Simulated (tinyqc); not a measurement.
Off-state leakage of single and stacked transistors: one step of the calculation.

n-channel devices of unit width. Subthreshold current I(Vg, Vs, Vd) = I0 (T/300 K)^0.5 exp[(Vg - Vs - VT(T) - gb (Vs - Vb) + dd (Vd - Vs))/(nf Vt)] (1 - exp(-(Vd - Vs)/Vt)), VT(T) = VT - cT (T - 300 K). Gate-edge tunnelling Ig (Vd/1 V) exp(ag (Vd - 1 V)), for a gate at 0 V, and band-to-band leakage Ab u exp(-Bb/u), u = Vd - Vb + 1 V, flow at a drain held at V; both are taken as independent of T. In a stack of off transistors (all gates at 0 V) the same subthreshold current passes through each.

Problem. Leakage of one transistor. Vg = Vs = 0, Vd = V; effective threshold VT(T) - gb Vb - dd V.

Inputs (values chosen for the exercise); values of the order met in bulk silicon logic transistors:
```
symbol,value,unit,meaning
T,300,K,temperature
V,1,V,supply voltage
VT,0.33,V,"threshold at 300 K, zero drain and body bias"
cT,0.6,mV/K,fall of the threshold with temperature
I0,0.38,uA/um,current at threshold at 300 K
nf,1.18,,slope factor
dd,0.12,,drain-induced lowering per volt
gb,0.14,,rise of the threshold per volt of source-body bias
Ig,3e-5,uA/um,gate-edge tunnelling current at 1 V
ag,3.7,1/V,exponential slope of the gate current
Ab,200,uA/(um V),prefactor of band-to-band leakage at the drain
Bb,28,V,its exponential voltage
Vb,0,V,body voltage
```

Constants: q = 1.602176634e-19 C, kB = 1.380649e-23 J/K, Vt = kB T/q. Results are converted to the units shown.

Wanted: effective threshold; parts; total; shares.

Solution.

effective threshold = 0.2100 V
parts (nA/um): subthreshold 0.3891, gate edge 0.03000, band-to-band 0.3326
total = 0.7517 nA/um
shares (%): subthreshold 51.76, gate edge 3.991, band-to-band 44.25

The subthreshold part is the largest.

Computed by the program tinyqc: `OMP_NUM_THREADS=1 python tinyqc.py 2242074 2242075 out.jsonl`, one thread of a shared Intel Xeon 2.30GHz, about 0.03 s for the whole run.
